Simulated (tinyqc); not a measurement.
Standing waves and exposure in a photoresist film, step by step. Values are carried at full precision from step to step, so a last printed digit may differ when a step is redone from the rounded ones.

Normal incidence from air. Unexposed resist: N1 = n1 + i k1 with k1 = (A + B) lam/(4 pi), lam in micrometres. r01 = (1 - N1)/(1 + N1), t01 = 2/(1 + N1). Below the resist lie the layer Na = na + i ka and the substrate Ns = ns + i ks: r12 = (r1a + ras x)/(1 + r1a ras x), x = exp(4 pi i Na da/lam), r1a = (N1 - Na)/(N1 + Na), ras = (Na - Ns)/(Na + Ns). With p = exp(2 pi i N1 d/lam), the field at depth z is E(z) = t01 [exp(2 pi i N1 z/lam) + r12 p^2 exp(-2 pi i N1 z/lam)]/(1 + r01 r12 p^2), the relative intensity I(z) = n1 |E(z)|^2 and the reflectance R = |(r01 + r12 p^2)/(1 + r01 r12 p^2)|^2.

Inputs chosen for the exercise (a resist on Si, indices near tabulated ones; not measured data): lam = 365 nm (vacuum wavelength); n1 = 1.733 (resist index); A = 0.27 1/micrometre (bleachable absorption (Dill A)); B = 0.04 1/micrometre (fixed absorption (Dill B)); d = 1137 nm (resist thickness); ns = 6.41 (substrate n); ks = 2.71 (substrate k); na = 1.785 (n of the bottom antireflection layer); ka = 0.262 (its k); da = 25 nm (its thickness); C = 0.029 cm^2/mJ (exposure rate (Dill C)); D = 40 mJ/cm^2 (incident dose); Ld = 10 nm (diffusion length of the post-exposure bake).

## Interface coefficients

Form N1, r01, t01 and r12.

N1 = 1.73300+0.00900i
r01 = -0.2682-0.0024i
t01 = 0.7318-0.0024i
r12 = 0.0272-0.5666i
|r12|^2 = 0.3218

Next to the bottom the intensity swings by a factor ((1 + |r12|)/(1 - |r12|))^2 = 13.1 between antinode and node; without the layer |r12|^2 would be 0.3958.

## Round trip and reflectance

Form p^2, the denominator and R; the period of the standing wave is lam/(2 n1).

p^2 = 0.2039-0.6727i
1 + r01 r12 p^2 = 1.1004+0.0368i
R = 0.3572
period = 105.31 nm

The film holds 10.80 periods.

## Intensity and exposure over the lowest period

Nine depths from d - period to d. Without bleaching during the exposure the share of unexposed compound is m = exp(-C D I).

Profile:
```
z (nm),I,m
1031.7,0.753,0.418
1044.9,0.312,0.697
1058.0,0.111,0.880
1071.2,0.267,0.734
1084.3,0.688,0.450
1097.5,1.126,0.271
1110.7,1.324,0.215
1123.8,1.165,0.259
1137.0,0.741,0.424
```

I runs from 0.111 to 1.324 on these points, so m runs from 0.215 to 0.880; the least exposed point listed lies 79.0 nm above the bottom.

## Smoothing by the bake

Gaussian diffusion of length Ld multiplies a cosine of period L by exp(-2 pi^2 Ld^2/L^2). Give that factor, and the Ld that leaves 10 %.

factor = 0.837
Ld for 10 % = 35.97 nm

## Checks

- R against the transfer-matrix product: both 0.35723.

Computed by tinyqc, a small Python program: `OMP_NUM_THREADS=1 python tinyqc.py 1651927 1651928 out.jsonl` (the numbers bound the seed that draws the inputs); one thread of a shared host (Intel(R) Xeon(R) Processor @ 2.30GHz), about 0.01 s for the whole set of steps.
